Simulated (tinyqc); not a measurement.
Heisenberg spin cluster by exact diagonalisation: multiplets, susceptibility, level crossings. Changing the temperature T. Computed by tinyqc, a small Python program. Command: `OMP_NUM_THREADS=1 python tinyqc.py 3008591 3008592 out.jsonl spincl sweep`. One thread of a shared host (Intel(R) Xeon(R) Processor @ 2.30GHz), about 0.01 s of CPU time with the checks.

H = J1 sum S_i.S_j over the bonds 1-2 - g mu_B B S_z; J > 0 is antiferromagnetic.

Inputs (values chosen for the exercise, for a model cluster): exchange J1 = 3.23 meV; g factor = 1.97; field B = 0.76 T.

Cluster: dimer. Spin s of each site: 1.

Constants: k_B = 8.617333262e-05 eV/K; mu_B = 5.7883818060e-05 eV/T.

Method:
- Every multiplet has one member in the block S_z = 0; diagonalise it and read the total spin from <S^2> = S (S + 1).
- Z = sum k (2S + 1) exp(-E/(k_B T)) over the table, k the number of multiplets; <S^2> likewise with the factor S (S + 1); chi T = N_A g^2 mu_B^2 <S^2>/(3 k_B) = 0.125049 g^2 <S^2> cm^3 K/mol (cgs, per mole of clusters); C = (<E^2> - <E>^2)/(k_B T)^2; entropy = ln Z + <E>/(k_B T).
- Each multiplet splits as E - g mu_B B m; <S_z> is the Boltzmann mean. The first level crossing is at the smallest (E_S - E_0)/(g mu_B (S - S_0)) over higher spins (0 if the ground state has the highest spin).

One run for each value:

| temperature T (K) | chi T (cm^3 K/mol) | heat capacity (k_B) | entropy (k_B) | <S_z> |
|---|---|---|---|---|
| 4.8 | 1.1811e-03 | 0.0741 | 0.0107 | 0.000171 |
| 8.0 | 2.6162e-02 | 0.5763 | 0.1536 | 0.002265 |
| 13.0 | 1.4158e-01 | 1.0731 | 0.5765 | 0.007529 |
| 22.0 | 3.9192e-01 | 1.0319 | 1.1429 | 0.012308 |
| 35.0 | 7.1043e-01 | 0.8461 | 1.5856 | 0.014022 |
| 58.0 | 1.1000e+00 | 0.4846 | 1.9237 | 0.013101 |
| 96.0 | 1.4155e+00 | 0.2076 | 2.0911 | 0.010185 |
| 160.0 | 1.6264e+00 | 0.0773 | 2.1589 | 0.007021 |
| 260.0 | 1.7493e+00 | 0.0291 | 2.1829 | 0.004647 |

What does the table show?

Over the rows, chi T (cm^3 K/mol) rises from 0.00118 to 1.75 (exponent d ln y / d ln x 6.1 between the first rows and 0.15 between the last); heat capacity (k_B) goes from 0.0741 through a maximum among these rows, 1.07 at 13.0, to 0.0291; entropy (k_B) rises from 0.0107 to 2.18 (exponent d ln y / d ln x 5.2 between the first rows and 0.023 between the last).

Extremes, crossings and ranges named in words are read from the listed rows.
